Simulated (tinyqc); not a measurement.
Plane-wave Kohn-Sham cycle with exchange-only LDA in a layered model solid, step by step. Computed by tinyqc, a small Python program that keeps every step. Settings: points = 16, plane-wave index or count = 2, electrons = 2, k points = 1, area = 35.0, mixing = 0.3, iteration cap = 58, Kerker q0 = 1.38. Command: `OMP_NUM_THREADS=1 python tinyqc.py 30390 30391 out.jsonl` (the two numbers bound the seeds that draw the settings). One thread of a shared host (Intel(R) Xeon(R) Processor @ 2.60GHz), about 0.01 s of CPU time with the checks. Later iterations appear only in the table of the cycle.

## Iteration 1: potential

A solid whose potential varies along x alone (atomic units):
```
parameter,value
period a,4.700000
cross-section of the cell,35.000000
electrons per cell,2
grid points,16
"plane waves -n..n, n",2
k points,1
V1 in V1 cos(2 pi x/a),-0.580000
```

density at the start, on the grid x_j = j a/N (e/bohr^3): 0.01215805  0.01215805  0.01215805  0.01215805  0.01215805  0.01215805  0.01215805  0.01215805  0.01215805  0.01215805  0.01215805  0.01215805  0.01215805  0.01215805  0.01215805  0.01215805

V_H(G) = 4 pi rho(G)/G^2 for G != 0 (uniform background); v_x = -(3 rho/pi)^(1/3); V = V_ext + V_H + v_x; Fourier components f(G_m) = (1/N) sum_j f(x_j) exp(-i G_m x_j).

Potentials on the grid (hartree):
```
x,V_ext,V_H,v_x,V
0.000000,-0.580000,0.000000,-0.226436,-0.806436
0.293750,-0.535850,0.000000,-0.226436,-0.762286
0.587500,-0.410122,0.000000,-0.226436,-0.636558
0.881250,-0.221956,0.000000,-0.226436,-0.448392
1.175000,0,0.000000,-0.226436,-0.226436
1.468750,0.221956,0.000000,-0.226436,-0.004479
1.762500,0.410122,0.000000,-0.226436,0.183686
2.056250,0.535850,0.000000,-0.226436,0.309414
2.350000,0.580000,0.000000,-0.226436,0.353564
2.643750,0.535850,0.000000,-0.226436,0.309414
2.937500,0.410122,0.000000,-0.226436,0.183686
3.231250,0.221956,0.000000,-0.226436,-0.004479
3.525000,0,0.000000,-0.226436,-0.226436
3.818750,-0.221956,0.000000,-0.226436,-0.448392
4.112500,-0.410122,0.000000,-0.226436,-0.636558
4.406250,-0.535850,0.000000,-0.226436,-0.762286
```

V(G_m), m = 0, 1, 2, ... (hartree): -0.226436  -0.290000  0.000000  0.000000  0.000000

## Iteration 1: Hamiltonian at one k

k = 0.000000 2 pi / a

H(m,m') = (k + G_m)^2/2 delta + V(G_m - G_m'), with V(-G) = V(G).

H (hartree):
```
,-2,-1,+0,+1,+2
-2,3.347889,-0.290000,0.000000,0.000000,0.000000
-1,-0.290000,0.667145,-0.290000,0.000000,0.000000
+0,0.000000,-0.290000,-0.226436,-0.290000,0.000000
+1,0.000000,0.000000,-0.290000,0.667145,-0.290000
+2,0.000000,0.000000,0.000000,-0.290000,3.347889
```

## Iteration 1: levels at that k

Diagonalise the Hermitian matrix.

eigenvalues (hartree): -0.389140  0.636132  0.798300  3.378902  3.379439

## Iteration 1: new density

Motion across x is left out: the lowest 1 band(s) hold two electrons at each of the k points (j + 1/2)/nk - 1/2. Residual R = rho(out) - rho(in); rho(new) = rho(in) + 0.3 R, with R(G) scaled by G^2/(G^2 + 1.38^2) (Kerker). rho(out) = 2/(a A nk) sum |psi|^2 with psi = sum c exp(i G x). Harris energy E = band energy - dV sum rho (V_H/2 + v_x) + (3/4) dV sum rho v_x with rho(in), dV = a A/N, band energy = (2/nk) sum of the filled levels.

rho(out) (e/bohr^3): 0.02702439  0.02518858  0.02047618  0.01471203  0.00960208  0.00597531  0.00382003  0.00275630  0.00244347  0.00275630  0.00382003  0.00597531  0.00960208  0.01471203  0.02047618  0.02518858

density after iteration 1 (e/bohr^3): 0.01458526  0.01422893  0.01334249  0.01233355  0.01155301  0.01112293  0.01096802  0.01094681  0.01095214  0.01094681  0.01096802  0.01112293  0.01155301  0.01233355  0.01334249  0.01422893

energy per cell = -0.66506133 hartree

## Iteration 2: potential

As before.

Potentials on the grid (hartree):
```
x,V_ext,V_H,v_x,V
0.000000,-0.580000,0.013413,-0.240600,-0.807187
0.293750,-0.535850,0.012130,-0.238624,-0.762344
0.587500,-0.410122,0.008651,-0.233562,-0.635034
0.881250,-0.221956,0.003898,-0.227520,-0.445579
1.175000,0,-0.001067,-0.222616,-0.223683
1.468750,0.221956,-0.005409,-0.219818,-0.003271
1.762500,0.410122,-0.008653,-0.218793,0.182676
2.056250,0.535850,-0.010619,-0.218652,0.306579
2.350000,0.580000,-0.011273,-0.218687,0.350039
2.643750,0.535850,-0.010619,-0.218652,0.306579
2.937500,0.410122,-0.008653,-0.218793,0.182676
3.231250,0.221956,-0.005409,-0.219818,-0.003271
3.525000,0,-0.001067,-0.222616,-0.223683
3.818750,-0.221956,0.003898,-0.227520,-0.445579
4.112500,-0.410122,0.008651,-0.233562,-0.635034
4.406250,-0.535850,0.012130,-0.238624,-0.762344
```

V(G_m), m = 0, 1, 2, ... (hartree): -0.226154  -0.289205  -0.001223  -0.000103  0.000013

## Iteration 2: Hamiltonian at one k

k = 0.000000 2 pi / a

As before.

H (hartree):
```
,-2,-1,+0,+1,+2
-2,3.348171,-0.289205,-0.001223,-0.000103,0.000013
-1,-0.289205,0.667428,-0.289205,-0.001223,-0.000103
+0,-0.001223,-0.289205,-0.226154,-0.289205,-0.001223
+1,-0.000103,-0.001223,-0.289205,0.667428,-0.289205
+2,0.000013,-0.000103,-0.001223,-0.289205,3.348171
```

## Iteration 2: levels at that k

As before.

eigenvalues (hartree): -0.388331  0.637813  0.797040  3.378996  3.379526

## Iteration 2: new density

As before.

rho(out) (e/bohr^3): 0.02703186  0.02519180  0.02047077  0.01470149  0.00959358  0.00597350  0.00382496  0.00276543  0.00245395  0.00276543  0.00382496  0.00597350  0.00959358  0.01470149  0.02047077  0.02519180

density after iteration 2 (e/bohr^3): 0.01659767  0.01595757  0.01436020  0.01252834  0.01108916  0.01026923  0.00994615  0.00987708  0.00987574  0.00987708  0.00994615  0.01026923  0.01108916  0.01252834  0.01436020  0.01595757

energy per cell = -0.66406746 hartree

## Convergence

Stop when sqrt(dV sum R^2) is below 1e-8, dV = a A/N.

Course of the cycle:
```
iteration,E (hartree),norm of the residual
1,-0.66506133,1.12e-01
2,-0.66406746,9.50e-02
3,-0.66312790,8.08e-02
4,-0.66240352,6.88e-02
5,-0.66190043,5.85e-02
6,-0.66157817,4.99e-02
7,-0.66138897,4.25e-02
8,-0.66129115,3.62e-02
9,-0.66125247,3.09e-02
10,-0.66124967,2.64e-02
11,-0.66126682,2.25e-02
...,...,...
48,-0.66149250,7.19e-05
49,-0.66149250,6.16e-05
50,-0.66149251,5.28e-05
51,-0.66149251,4.52e-05
52,-0.66149251,3.88e-05
53,-0.66149251,3.32e-05
54,-0.66149251,2.84e-05
55,-0.66149251,2.44e-05
56,-0.66149251,2.09e-05
57,-0.66149251,1.79e-05
58,-0.66149251,1.53e-05
```

Not converged within 58 iterations: the residual falls steadily but slowly, by a factor of about 0.86 a step. Reruns (cap 100 unless said): mixing 0.1: not converged; mixing 0.5, Kerker q0 1.0: converged in 44 (E = -0.66149); mixing 0.3, Pulay depth 5: converged in 9 (E = -0.66149); the original settings with a cap of 400: converged in 106 (E = -0.66149).
